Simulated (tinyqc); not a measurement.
Nuclear against electronic stopping over energy: ion implantation: universal nuclear stopping, Lindhard-Scharff electronic stopping and a Gaussian range profile. Computed by tinyqc, a small Python program. Command: `OMP_NUM_THREADS=1 python tinyqc.py 3015908 3015909 out.jsonl implant walk`. One thread of a shared host (Intel(R) Xeon(R) Processor @ 2.30GHz), about 0.07 s of CPU time with the checks.

An ion slows by elastic collisions with screened nuclei and by friction with electrons; channelling is ignored and the target is uniform.

Inputs (values chosen for the exercise, modelled on boron ions in silicon): ion atomic number Z1 = 5; ion mass M1 = 11 u; target atomic number Z2 = 14; target mass M2 = 28.09 u; target density N = 49.94 1/nm^3; scale factor of electronic stopping k = 1.3.

Method:
- Reduced energy eps = 32.53 M2 E/(Z1 Z2 (M1 + M2)(Z1^0.23 + Z2^0.23)), E in keV; s_n = ln(1 + 1.1383 eps)/(2 (eps + 0.01321 eps^0.21226 + 0.19593 eps^0.5)) for eps up to 30 and ln(eps)/(2 eps) above; S_n = 8.462 Z1 Z2 M1 s_n/((M1 + M2)(Z1^0.23 + Z2^0.23)) in 1e-15 eV cm^2.
- S_e = k 3.83 Z1^(7/6) Z2/(Z1^(2/3) + Z2^(2/3))^(3/2) sqrt(E/M1) in 1e-15 eV cm^2, E in keV.
- Path length R = int_0^E dE'/(N (S_n + S_e)); energy lost to nuclei nu = int_0^E S_n/(S_n + S_e) dE' (both with E' = E y^3 and 64 Gauss-Legendre points in y).

Stopping (1e-15 eV cm^2) and range:
```
E (keV)         eps     S_n     S_e  R (nm)     nu/E
1        1.0172e-01  16.139    5.32    14.7  0.79161
2        2.0345e-01  17.555    7.53    23.2  0.75802
5        5.0861e-01  17.575   11.91    45.0  0.68956
10       1.0172e+00  15.900   16.84    77.0  0.61319
20       2.0345e+00  13.065   23.81   134.4  0.51329
50       5.0861e+00   8.767   37.65   278.7  0.35890
100      1.0172e+01   5.942   53.25   468.4  0.24763
200      2.0345e+01   3.804   75.30   758.1  0.15812
500      5.0861e+01   1.961  119.07  1358.7  0.07956
```

What follows from these numbers?

Nuclear stopping peaks near 5 keV among these rows (eps = 0.51; the universal curve peaks near 0.3). Electronic stopping overtakes it between 5 and 10 keV. The path length grows as E^0.66 at the low end and E^0.64 at the high end; constant stopping would give E^1, and stopping that rises with E, be it nuclear (below its peak) or electronic, gives a lower exponent.

Extremes, crossings and ranges named in words are read from the listed rows.
